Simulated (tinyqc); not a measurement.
Ways to reach one band: three-band (Emery) model of a CuO2 plane downfolded to one band.

Electron picture, d at 0 and the oxygen p orbitals at -D; sx = sin(kx a/2), sy = sin(ky a/2). H = [[0, 2 tpd sx, -2 tpd sy], [., -D, -4 tpp sx sy], [., ., -D]], real and symmetric. The top (antibonding) band crosses the Fermi level.

One-band form E = e0 - 2t (cos kx + cos ky) - 4t' cos kx cos ky - 2t'' (cos 2kx + cos 2ky) - 4t''' (cos 2kx cos ky + cos kx cos 2ky), k in 1/a. Each hopping is minus the mean of E cos(m kx) cos(n ky) over a 12 x 12 mesh, k = (j + 1/2) 2 pi/12.

Inputs chosen for the exercise (out of a larger set: of the size used for cuprate planes; not measured data):
```
symbol  value  unit  meaning
D       2      eV    ed - ep
tpd     1.06   eV    d-p hopping
tpp     0.47   eV    p-p hopping
```

e0, t, t', t'', t''' (eV): 1.53704  0.36055  -0.01651  0.03089  0.00022

k in pi/a. Second order: 4 tpd^2 (sx^2 + sy^2)/D. Downfolded at a fixed energy: h(E0) = V (E0 - H_pp)^-1 V^T at E0 = the exact level at (1/2,1/2), then linearised, E = E0 + Z (h(E0) - E0), Z = 1/(1 + |(E0 - H_pp)^-1 V^T|^2). Fourier: all four hoppings.

Top band (eV):
```
k           exact  second order  linearised  Fourier
(0,0)      0.0000        0.0000      0.0000   0.0355
(1/2,0)    0.8020        1.1236      0.7646   0.8168
(1,0)      1.3440        2.2472      1.3367   1.3474
(1,1/2)    2.2651        3.3708      2.1958   2.2573
(1,1)      2.9387        4.4944      2.5400   2.9235
(3/4,3/4)  2.5793        3.8362      2.3939   2.5899
(1/2,1/2)  1.6552        2.2472      1.6552   1.6606
(1/4,1/4)  0.5729        0.6582      0.5203   0.5503
```

The band is 2.939 eV wide; second order gives 4.494, a factor 1.53, since 2 tpd/D = 1.06 is not small. It also leaves out tpp, which widens the exact band and so lowers this factor. Linearising about the Fermi region is exact at (1/2,1/2), off by 7.3 meV at (1,0) and 399 meV at worst, far from E0. The four Fourier hoppings err by at most 36 meV, at (0,0).

tinyqc: `OMP_NUM_THREADS=1 python tinyqc.py 1482392 1482393 out.jsonl`; about 0.03 s, one thread, shared Intel(R) Xeon(R) Processor @ 2.30GHz.
